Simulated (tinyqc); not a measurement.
Deformation-potential model of the X valleys of a conduction band, step by step. Values are carried at full precision from step to step, so a last printed digit may differ when a step is redone from the rounded ones.

s11 = (C11 + C12)/((C11 - C12)(C11 + 2 C12)), s12 = -C12/((C11 - C12)(C11 + 2 C12)), s44 = 1/C44; exx = s11 sxx + s12 (syy + szz) and cyclic, exy = s44 sxy/2; tension is positive. A uniaxial stress X along the unit vector n is s_ij = X n_i n_j.

Constants: kB = 8.617333262e-05 eV/K; hbar^2/2m0 = 3.80998211 eV angstrom^2.

Values chosen for the exercise (near those of GaP; not measured data):
```
symbol  value           unit  meaning
C11     139.1           GPa
C12     61.5            GPa
C44     70.7            GPa
load    uniaxial [001]        kind of stress
X       1.52            GPa   stress
Xd      1.55            eV    dilation potential
Xu      6.27            eV    uniaxial potential
T       200             K     temperature
ml      1.979           m0    longitudinal mass
mt      0.244           m0    transverse mass
```

## Strain from a uniaxial [001] stress

Form the compliances and the strain.

s11, s12, s44 (1/TPa): 9.8628  -3.0238  14.1443

strain tensor:
```
           x          y         z
x  -0.004596   0.000000  0.000000
y   0.000000  -0.004596  0.000000
z   0.000000   0.000000  0.014992
```

## Valley shifts

Valleys with axes along x, y and z, one whole valley each. Herring-Vogt shift of a valley with unit axis a: dE = Xd tr(e) + Xu a.e.a. Non-degenerate shares n_i = exp(-dE_i/kT)/sum_j exp(-dE_j/kT). Inverse mass tensor of a valley: (1 - a a)/mt + a a/ml; the masses are taken as independent of strain.

Apply the Herring-Vogt formula to each valley.

Xd tr(e) = 8.99 meV

a.e.a: x -0.004596, y -0.004596, z 0.014992

shifts dE (meV): x -19.83, y -19.83, z 102.99

The lowest valleys are x and y, 122.8 meV below the highest; the mean shift over all valleys is (Xd + Xu/3) tr(e) = 21.11 meV.

## Shares of the electrons

Boltzmann factors of the shifts.

kT = 17.235 meV

shares: x 0.4998, y 0.4998, z 0.0004

effective number of valley axes, 1/(largest share) = 2.001

## Conductivity mass tensor

With one scattering time for all valleys the conductivity goes as M = sum_i n_i (inverse mass tensor of valley i); along the unit vector u, 1/m_c = u.M.u. Without stress 1/m_c = (1/ml + 2/mt)/3. Take u along [110].

M (1/m0):
```
       x      y      z
x  2.303  0.000  0.000
y  0.000  2.303  0.000
z  0.000  0.000  4.097
```

m_c along [110] = 0.4343 m0
m_c without stress = 0.3447 m0

The repopulation alone changes the mobility along [110] by -20.6 %; with all electrons in the valleys lightest or heaviest along this direction it would change by +41 or -21 %.

## Effective density of states

Each of the 3 whole valleys has m_d = (ml mt^2)^(1/3) and N = 2 (m_d kT/(4 pi c))^(3/2), c = hbar^2/2m0. Counted from the lowest edge, Nc = N x sum_i exp(-(dE_i - dE_min)/kT). 1 angstrom^-3 = 1e24 cm^-3.

m_d = 0.4902 m0
N of one valley = 4.689e+18 cm^-3
Nc under stress = 9.381e+18 cm^-3
Nc without stress = 1.407e+19 cm^-3

## Piezoresistance from repopulation

For small stress d(rho)/rho = pi X. For valleys on the cube axes pi11 = -(2/3) Xu (s11 - s12)/kT x (K - 1)/(2K + 1), pi12 = -pi11/2, pi44 = 0, K = ml/mt. For stress along [110]: pi_l = (pi11 + pi12 + pi44)/2 with the current along it and pi_t = (pi11 + pi12 - pi44)/2 with the current along [1-10]. 1/GPa = 100 x 1e-11/Pa.

K = 8.111

pi11, pi12, pi44 (1e-11/Pa): -129.0  64.5  0.0

pi_l, pi_t for [110] (1e-11/Pa): -32.3  -32.3

Only the transfer between valleys is counted; changes of mass and of intervalley scattering add to it in a real crystal.

## Checks

- Conductivity mass at zero stress against 3/(1/ml + 2/mt): both 0.3447473.
- Piezoresistance coefficients by finite differences against the closed form: largest difference 4.6e-08.

Program tinyqc; command `OMP_NUM_THREADS=1 python tinyqc.py 1050742 1050743 out.jsonl`; about 0.01 s on one thread of a shared Intel(R) Xeon(R) Processor @ 2.30GHz.
